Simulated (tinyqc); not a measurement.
From results back to parameters: nanosheet or nanowire with hard walls, valleys of the Si type. Three cases, with inputs chosen for the exercise.

Problem. In a hard-walled rectangle E(n, l) = c pi^2 (n^2/(m_y W^2) + l^2/(m_z H^2)), c = hbar^2/2m0. Two levels were computed from hidden W and H.

Constants: hbar^2/2m0 = 3.80998211 eV angstrom^2.

Case 1.

Values chosen (out of a larger set: near those of Si; not measured data): m_y = 0.187 m0 (mass across the width); m_z = 0.922 m0 (mass along the height).

E(1, 1) = 0.026354 eV
E(2, 1) = 0.042219 eV

Case 2.

Values chosen (out of a larger set: near those of Si; not measured data): m_y = 0.191 m0 (mass across the width); m_z = 0.901 m0 (mass along the height).

E(1, 1) = 0.014916 eV
E(2, 1) = 0.037987 eV

Case 3.

Values chosen (out of a larger set: near those of Si; not measured data): m_y = 0.19 m0 (mass across the width); m_z = 0.898 m0 (mass along the height).

E(1, 1) = 0.029338 eV
E(2, 1) = 0.038838 eV

Find: width term; height term; W; H.

Solution. The difference of the two levels is three times the width term; the rest of E(1, 1) is the height term.

Case 1.

width term = 5.29 meV
height term = 21.07 meV
W = 195.0 angstrom
H = 44.0 angstrom

Case 2.

width term = 7.69 meV
height term = 7.23 meV
W = 160.0 angstrom
H = 76.0 angstrom

Case 3.

width term = 3.17 meV
height term = 26.17 meV
W = 250.0 angstrom
H = 40.0 angstrom

Computed by tinyqc, one run a case: `OMP_NUM_THREADS=1 python tinyqc.py N N+1 out.jsonl` with N = 1282511, 1282548, 1282568; one thread of a shared Intel(R) Xeon(R) Processor @ 2.30GHz, about 0.05 s a run at most.
